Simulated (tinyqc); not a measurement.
# Programming of a floating-gate cell by Fowler-Nordheim tunnelling: what changes with what

Per tunnel area the floating gate has Ctun = 3.9 eps0/tox to the channel (0 V) and Ccg to the control gate, Ct = Ctun/(1 - ag), no other coupling. With the threshold shift U = -Q/Ccg the field is F = ag (Vg - U)/tox, and dU/dt = J/Ccg. Fowler-Nordheim: J = A F^2 exp(-B/F), A = q^2/(16 pi^2 hbar mo phi) (times 1e14 for A/cm^2 with F in V/nm, emitter mass m0), B = (4/3) sqrt(mo/C) phi^1.5, C = hbar^2/(2 m0).

Parameters, values chosen for the exercise; oxide values close to those of silicon dioxide: tunnel barrier phi = 3.07 eV; tunnelling mass mo = 0.46 m0; tunnel oxide thickness tox = 8.1 nm; coupling ratio Ccg/Ct ag = 0.63; threshold shift at the start Vt0 = -0.9 V; control-gate voltage Vg = 13.4 V.

Constants: q = 1.602176634e-19 C, hbar = 1.054571817e-34 J s, m0 = 9.1093837015e-31 kg, eps0 = 8.8541878128e-14 F/cm where lengths are in cm, hbar^2/(2 m0) = 0.0380998212 eV nm^2. Results are converted to the units shown.

Each table varies one quantity; the others keep the values above.

## Effect of the gate voltage

After 0.0006 s. Exact: exp(B/F(t)) = exp(B/F(0)) + K t, K = A B ag/(Ccg tox), and U = Vg - tox F/ag.

Effect of the gate voltage:

| Vg (V) | F (V/nm) | J (A/cm^2) | U (V) |
|---|---|---|---|
| 10.4 | 0.8764 | 3.747e-5 | -0.8677 |
| 11 | 0.9152 | 1.367e-4 | -0.7675 |
| 11.7 | 0.9448 | 3.412e-4 | -0.4471 |
| 12.3 | 0.9560 | 4.757e-4 | 0.009073 |
| 12.9 | 0.9602 | 5.381e-4 | 0.5548 |
| 13.5 | 0.9617 | 5.625e-4 | 1.135 |
| 14.2 | 0.9623 | 5.726e-4 | 1.827 |
| 14.8 | 0.9625 | 5.758e-4 | 2.425 |
| 15.4 | 0.9626 | 5.772e-4 | 3.024 |

What does the table show?

U rises from -0.868 to 3.02 V, by 0.17 V a volt between the first two rows and 0.998 between the last two: once K t exceeds exp(B/F(0)) the final field, 0.963 V/nm, no longer depends on Vg. In 2 of the 9 rows the starting field exceeds 12 MV/cm, where the oxide would wear out or break down quickly.

## Threshold shift against time

Same model as above.

Threshold shift against time:

| t (s) | F (V/nm) | J (A/cm^2) | U (V) | dU/dlog10 t (V) |
|---|---|---|---|---|
| 7.3e-7 | 1.110 | 0.02405 | -0.8753 | 0.05569 |
| 3.8e-6 | 1.103 | 0.02046 | -0.7816 | 0.2466 |
| 1.9e-5 | 1.078 | 0.01162 | -0.4623 | 0.7003 |
| 9.8e-5 | 1.028 | 0.003396 | 0.1861 | 1.056 |
| 0.0005 | 0.9681 | 6.770e-4 | 0.9526 | 1.074 |
| 0.0026 | 0.9108 | 1.187e-4 | 1.689 | 0.9786 |
| 0.013 | 0.8604 | 2.130e-5 | 2.338 | 0.8782 |
| 0.067 | 0.8143 | 3.706e-6 | 2.930 | 0.7875 |
| 0.34 | 0.7733 | 6.586e-7 | 3.458 | 0.7103 |
| 1.8 | 0.7353 | 1.125e-7 | 3.947 | 0.6422 |

Read the table: what changes, and by how much?

U rises from -0.875 to 3.95 V, while J falls by 5.33 decades, at the end as t^(-1.06). Well past t0 = 1.85e-5 s the stored charge chokes the field and U gains only 0.642 V a decade.

Range of the model: Programming fields of 10 MV/cm and more wear the oxide; trapping and the channel potential are ignored.

Computed by the program tinyqc: `OMP_NUM_THREADS=1 python tinyqc.py 2130137 2130138 out.jsonl`, one thread of a shared Intel Xeon 2.30GHz, about 0.02 s for the whole run.
